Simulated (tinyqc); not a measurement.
Finite-difference solution of the diffusion equation on a small grid: one step, computed by the program tinyqc. Command: `OMP_NUM_THREADS=1 python tinyqc.py 3011623 3011624 out.jsonl fdiff walk`. One thread of a shared host (Intel(R) Xeon(R) Processor @ 2.30GHz), about 0.01 s of CPU time with the checks.

dC/dt = D d2C/dx2 on nodes x_j = j dx, j = 0..11; the far end is sealed.

Task: Time step 1. With r = D dt/dx^2: (1 - theta r M) C(new) = (1 + (1 - theta) r M) C(old); theta = 0 explicit, 1 implicit, 1/2 Crank-Nicolson.

Boundary at x = 0: fixed surface value. Scheme: explicit.

operator M:
```
,0,1,2,3,4,5,6,7,8,9,10,11
0,0,0,0,0,0,0,0,0,0,0,0,0
1,1,-2,1,0,0,0,0,0,0,0,0,0
2,0,1,-2,1,0,0,0,0,0,0,0,0
3,0,0,1,-2,1,0,0,0,0,0,0,0
4,0,0,0,1,-2,1,0,0,0,0,0,0
5,0,0,0,0,1,-2,1,0,0,0,0,0
6,0,0,0,0,0,1,-2,1,0,0,0,0
7,0,0,0,0,0,0,1,-2,1,0,0,0
8,0,0,0,0,0,0,0,1,-2,1,0,0
9,0,0,0,0,0,0,0,0,1,-2,1,0
10,0,0,0,0,0,0,0,0,0,1,-2,1
11,0,0,0,0,0,0,0,0,0,0,2,-2
```

mesh ratio r = 0.1664

C at the start (%): [24, 0, 0, 0, 0, 0, 0, 0, 0, 0, 0, 0]

Give: C after step 1.

Result:

C after step 1 (%): [24.0000, 3.9936, 0.0000, 0.0000, 0.0000, 0.0000, 0.0000, 0.0000, 0.0000, 0.0000, 0.0000, 0.0000]
